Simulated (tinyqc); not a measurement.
Leakage through a gate insulator: direct, Fowler-Nordheim, trap-assisted and Poole-Frenkel currents. Changing the temperature T. Computed by tinyqc, a small Python program. Command: `OMP_NUM_THREADS=1 python tinyqc.py 3004720 3004721 out.jsonl oxideleak sweep`. One thread of a shared host (Intel(R) Xeon(R) Processor @ 2.30GHz), about 0.01 s of CPU time with the checks.

Electrons enter from the cathode Fermi level at x = 0; the conduction band of the insulator lies phi_b - e F x above it, F = V/t. WKB exponents use a parabolic band with mass m.

Inputs (values chosen for the exercise, with an insulator like HfO2):
```
quantity                        value   unit
thickness t                       1.7     nm
barrier phi_b                    1.47     eV
tunnelling mass m                0.21    m_0
static constant eps_ox           20.4      -
optical constant eps_opt         4.06      -
voltage across the insulator V   0.68      V
trap depth phi_t                  1.2     eV
trap density N_t                4e+17  cm^-3
attempt rate nu_0               1e+12    1/s
activation of capture E_a         0.2     eV
```

Constants: hbar^2/(2 m_0) = 3.80998212 eV angstrom^2; e = 1.602176634e-19 C; hbar = 1.054571817e-34 J s; k_B = 8.617333262e-05 eV/K; eps_0 = 8.8541878128e-12 F/m.

Method:
- For a level a distance phi(x) below the band, the WKB exponent is 2 int kappa dx with kappa = sqrt(m phi/(hbar^2/2m_0)); for a linear barrier from phi_1 down to phi_2 = max(phi_1 - e F d, 0) it is G = (4/3) sqrt(m/(hbar^2/2m_0)) (phi_1^(3/2) - phi_2^(3/2))/(e F).
- J_tun = e^3 F^2/(16 pi^2 hbar m phi_b) x exp(-G) / [1 - sqrt(phi_2/phi_b)]^2 with the free-electron mass in the cathode (m in m_0), phi_2 = max(phi_b - e V, 0): direct tunnelling for e V < phi_b, Fowler-Nordheim above. Image forces, back-flow and the limit on supply are left out, so J_tun is overstated below about 0.5 V.
- Equivalent oxide thickness = 3.9 t/eps_ox.
- A trap at depth x lies phi_t below the band. Capture: tunnel at the cathode Fermi level from 0 to x (G_in from phi_1 = phi_b), rate nu_0 exp(-G_in - E_c/k_B T) with E_c = E_a + max(phi_b - phi_t - e F x, 0), the last term being the height of the trap above the cathode Fermi level. Emission: tunnel from the trap level to the anode (G_out from phi_1 = phi_t over t - x), rate nu_0 exp(-G_out - E_a/k_B T). Re-emission to the cathode follows from detailed balance, rate_back = rate_in exp(dE/k_B T) with dE = phi_b - phi_t - e F x. Each trap passes R = rate_in rate_out/(rate_in + rate_back + rate_out) electrons per second; filling from the anode is left out.
- J_TAT = e N_t int_0^t R dx by the midpoint rule on 400 intervals; the most effective depth is the midpoint with the largest R, rounded to 0.01 nm.
- Poole-Frenkel emission over the lowered barrier of a charged trap: lowering sqrt(e F/(pi eps_opt eps_0)); J_PF = e N_t^(2/3) nu_0 exp(-(phi_t - lowering)/k_B T), one sheet of traps emitting with supply unlimited (an upper bound).

One run for each value; columns: (1) temperature T (K); (2) trap-assisted current J_TAT (A/cm^2); (3) Poole-Frenkel bound J_PF (A/cm^2); (4) tunnelling current J_tun (A/cm^2); (5) most effective depth (nm):
```
(1)        (2)        (3)        (4)   (5)
200  1.780e-04  4.823e-07  2.392e+05  0.81
240  1.234e-03  3.625e-05  2.392e+05  0.81
290  6.552e-03  1.502e-03  2.392e+05  0.82
330  1.732e-02  1.311e-02  2.392e+05  0.83
370  3.711e-02  7.162e-02  2.392e+05  0.83
410  6.857e-02  2.809e-01  2.392e+05  0.83
460  1.272e-01  1.110e+00  2.392e+05  0.84
500  1.908e-01  2.735e+00  2.392e+05  0.84
```

Over the rows, trap-assisted current J_TAT (A/cm^2) rises from 1.78e-4 to 0.191 (exponent d ln y / d ln x 11 between the first rows and 4.9 between the last); Poole-Frenkel bound J_PF (A/cm^2) rises from 4.82e-7 to 2.74 (exponent d ln y / d ln x 24 between the first rows and 11 between the last); tunnelling current J_tun (A/cm^2) does not change. The exponent of tunnelling current J_tun stays at 0: tunnelling from the Fermi level does not depend on T in this formula. Arrhenius lines give 0.200 eV for J_TAT (E_a = 0.2 eV, more where the traps lie above the cathode Fermi level) and 0.447 eV for J_PF, the lowered depth.

Caution (all rows): the film is too thin for the Poole-Frenkel picture (the lowering is a large part of the whole drop, or the traps are further apart than the film is thick), so J_PF is only nominal.

Extremes, crossings and ranges named in words are read from the listed rows.
